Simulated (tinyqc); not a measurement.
Punch-through p+-n junction, ionisation integral and breakdown: two steps of the calculation.

A p+ layer at x < 0 and an n drift layer from x = 0 to L on an n+ substrate. Depletion approximation, built-in voltage neglected. Local ionisation coefficients alpha_n = an exp(-(bn/E)^mx), alpha_p = ap exp(-(bp/E)^mx). Electrons move towards +x, holes towards x = 0.

Inputs (values chosen for the exercise); material values close to those of silicon:

| symbol | value | unit | meaning |
|---|---|---|---|
| eps_r | 11.8 |  | relative permittivity |
| an | 7.25e5 | 1/cm | prefactor of the electron ionisation coefficient |
| bn | 1.18e6 | V/cm | field constant for electrons |
| ap | 1.57e6 | 1/cm | prefactor of the hole ionisation coefficient |
| bp | 1.99e6 | V/cm | field constant for holes |
| mx | 1 |  | exponent |
| N | 1.2e15 | cm^-3 | donor density of the drift layer |
| L | 4.5 | um | thickness of the drift layer |
| V | 97.8 | V | reverse voltage |
| fr | 1 |  | share of the depleted width that the grid covers |

Constants: q = 1.602176634e-19 C, eps0 = 8.8541878128e-14 F/cm where lengths are in cm. Results are converted to the units shown.

Problem 1. Field and ionisation coefficients on a grid. W = sqrt(2 eps0 eps_r V/(q N)), peak field E0 = q N W/(eps0 eps_r), falling linearly to 0 at W; if W > L the layer is punched through: W = L, E0 = V/L + q N L/(2 eps0 eps_r), falling linearly to E1 = V/L - q N L/(2 eps0 eps_r). Grid: 12 equal steps from 0 to fr W.

Find: W; x; E; alpha_n; alpha_p.

Solution 1.

W = 4.500 um

```
point,x (um),E (kV/cm),alpha_n (1/cm),alpha_p (1/cm)
0,0.000,258.7,7580,717.2
1,0.375,251.8,6690,580.9
2,0.750,244.9,5863,465.0
3,1.125,238.0,5098,367.4
4,1.500,231.1,4397,286.3
5,1.875,224.2,3758,219.6
6,2.250,217.3,3179,165.7
7,2.625,210.4,2661,122.7
8,3.000,203.5,2200,89.05
9,3.375,196.6,1795,63.19
10,3.750,189.7,1443,43.73
11,4.125,182.8,1141,29.43
12,4.500,175.9,886.0,19.21
```

Problem 2. Ionisation integrals by the trapezoid rule. G(x) = integral from 0 to x of (alpha_n - alpha_p); I_n = integral of alpha_n exp(-G) (electrons injected at x = 0), I_p = integral of alpha_p exp(G(end) - G) (holes injected at the far edge); M = 1/(1 - I). All integrals by the trapezoid rule on the grid.

```
point,x (um),alpha_n (1/cm),alpha_p (1/cm)
0,0.0000000,7580.3836,717.22643
1,0.3750000,6689.8850,580.93678
2,0.7500000,5862.5699,464.99062
3,1.1250000,5098.3937,367.41230
4,1.5000000,4397.0047,286.25646
5,1.8750000,3757.7193,219.62667
6,2.2500000,3179.4995,165.69429
7,2.6250000,2660.9329,122.71673
8,3.0000000,2200.2181,89.054822
9,3.3750000,1795.1559,63.188423
10,3.7500000,1443.1480,43.729811
11,4.1250000,1141.2059,29.434066
12,4.5000000,885.97111,19.205937
```

Find: G; alpha_n exp(-G); I_n; I_p; M_n; M_p.

Solution 2.

```
point,G,alpha_n exp(-G) (1/cm)
0,0.0000,7580.4
1,0.2432,5245.5
2,0.4590,3704.7
3,0.6489,2664.6
4,0.8147,1946.9
5,0.9581,1441.6
6,1.0809,1078.7
7,1.1850,813.5
8,1.2722,616.5
9,1.3443,468.1
10,1.4030,354.8
11,1.4501,267.7
12,1.4872,200.2
```

I_n = 0.84349
I_p = 0.27642
M_n = 6.3892
M_p = 1.3820

Program tinyqc, `OMP_NUM_THREADS=1 python tinyqc.py 2120067 2120068 out.jsonl`; Intel Xeon 2.30GHz, shared host, one thread, about 0.07 s.
